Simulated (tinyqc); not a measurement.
Propagation of a band-gap error through k.p and effective-mass formulas: sweeps and comparisons. A value that a table varies takes the place of the one given here.

Chain, for a gap E (the reference Eg or another value), with Ep and Dso kept: 1/me = 1 + Ep (E + 2 Dso/3)/(E (E + Dso)); g* = 2 - 2 Ep Dso/(3 E (E + Dso)); g1(E) = g1 + (Ep/3)(1/E - 1/Eg), g2(E) = g2 + (Ep/6)(1/E - 1/Eg), light hole 1/(g1 + 2 g2), heavy hole 1/(g1 - 2 g2) along [100]; optical constant ei(E) = 1 + (ei - 1)(EP/(EP + E - Eg))^2, static e0(E) = ei(E) + e0 - ei.

Donor: R = Ry me/e0^2, a_B = a0 e0/me, Mott density (0.26/a_B)^3. Nc, Nv = 2 (m kT/(4 pi c))^(3/2), c = hbar^2/2m0, ni = sqrt(Nc Nv) exp(-E/2kT). Exciton: Ry mu/e0^2 with 1/mu = 1/me + g1(E). 1 angstrom^-3 = 1e24 cm^-3.

Constants: Ry = 13.60569312 eV; a0 (Bohr radius) = 0.5291772105 angstrom; kB = 8.617333262e-05 eV/K; hbar^2/2m0 = 3.80998211 eV angstrom^2.

Inputs chosen for the exercise (reference values near those of CdTe, gap at low temperature; shifted at random, so the results belong to these values and not to a real crystal): Eg = 1.629 eV (gap at Gamma to the s-like level); Dso = 0.892 eV (spin-orbit splitting); Ep = 18.5 eV (Kane energy); g1 = 5.29 (Luttinger gamma1); g2 = 1.69 (gamma2); e0 = 10.39 (static dielectric constant); ei = 7.31 (optical dielectric constant); EP = 5.44 eV (mean (Penn) gap); mh = 0.53 m0 (density-of-states mass of the holes); T = 300 K (temperature); Eg2 = 0.603 eV (a wrong gap, of the size a semi-local functional can give).

## The size of the error

E = f Eg; ratios against f = 1.

Results:
```
f     E (eV)  me ratio  light-hole ratio  e0 ratio  donor ratio  Mott ratio       g*  log10 ni ratio
0.25   0.407     0.306             0.276     1.403        0.155      0.0104  -18.792            9.88
0.40   0.652     0.461             0.433     1.295        0.275      0.0450   -8.938            7.96
0.60   0.977     0.651             0.632     1.177        0.470       0.170   -4.021            5.33
0.80   1.303     0.830             0.821     1.080        0.712       0.454   -1.846            2.68
1.00   1.629     1.000             1.000     1.000        1.000        1.00   -0.679            0.00
1.20   1.955     1.163             1.170     0.933        1.335        1.93    0.023           -2.69
1.50   2.443     1.395             1.411     0.852        1.922        4.39    0.650           -6.73
2.00   3.258     1.757             1.775     0.752        3.104        12.7    1.186          -13.50
```

What can be read from the table?

Between f = 0.8 and 1.2 the mean powers d ln(ratio)/d ln f are 0.83 for me, 0.87 for the light hole, -0.36 for e0, 1.55 for the donor energy and 3.57 for the Mott density; ni moves by -0.82 decades per 0.1 eV, against -0.1 eV/(2 kT ln 10) = -0.84 from the exponential alone, the rest coming from Nc through me^(3/4). g* changes sign between f = 1.00 and 1.20; the place of this zero hangs on remote bands, which are left out.

## What each input does

All at E = Eg2. Each row changes one parameter from the base and keeps the others.

Results:
```
case            me (m0)  light hole (m0)     e0  donor (meV)  exciton (meV)  log10 ni
base             0.0391           0.0464  13.66        2.849          1.953    13.072
Eg2 = 0.651 eV   0.0418           0.0499  13.46        3.137          2.151    12.690
Dso = 0.963 eV   0.0394           0.0464  13.66        2.870          1.963    13.074
Ep = 19.98 eV    0.0363           0.0443  13.66        2.646          1.831    13.048
g1 = 5.713       0.0391           0.0455  13.66        2.849          1.931    13.072
EP = 5.875 eV    0.0391           0.0464  13.34        2.988          2.048    13.072
ei = 6.725       0.0391           0.0464  13.36        2.980          2.043    13.072
mh = 0.488 m0    0.0391           0.0464  13.66        2.849          1.953    13.045
T = 276 K        0.0391           0.0464  13.66        2.849          1.953    12.577
```

How do the results move?

The largest shifts from the base row, up to three for each result and ties (the steps differ in size, so this ranks the rows, not the parameters). me (m0): Ep -0.0028, Eg2 +0.0027, Dso +0.0003; unchanged at the printed digits by g1, EP, ei, mh and T. light hole (m0): Eg2 +0.0035, Ep -0.0021, g1 -0.0009; unchanged at the printed digits by Dso, EP, ei, mh and T. e0: EP -0.32, ei -0.30, Eg2 -0.21; unchanged at the printed digits by Dso, Ep, g1, mh and T. donor (meV): Eg2 +0.288, Ep -0.203, EP +0.139; unchanged at the printed digits by g1, mh and T. exciton (meV): Eg2 +0.198, Ep -0.122, EP +0.095; unchanged at the printed digits by mh and T. log10 ni: T -0.495, Eg2 -0.382, mh -0.027; unchanged at the printed digits by g1, EP and ei.

Run: tinyqc, `OMP_NUM_THREADS=1 python tinyqc.py 1850541 1850542 out.jsonl`; Intel(R) Xeon(R) Processor @ 2.30GHz, one thread, shared host; about 0.01 s of CPU time with all checks.
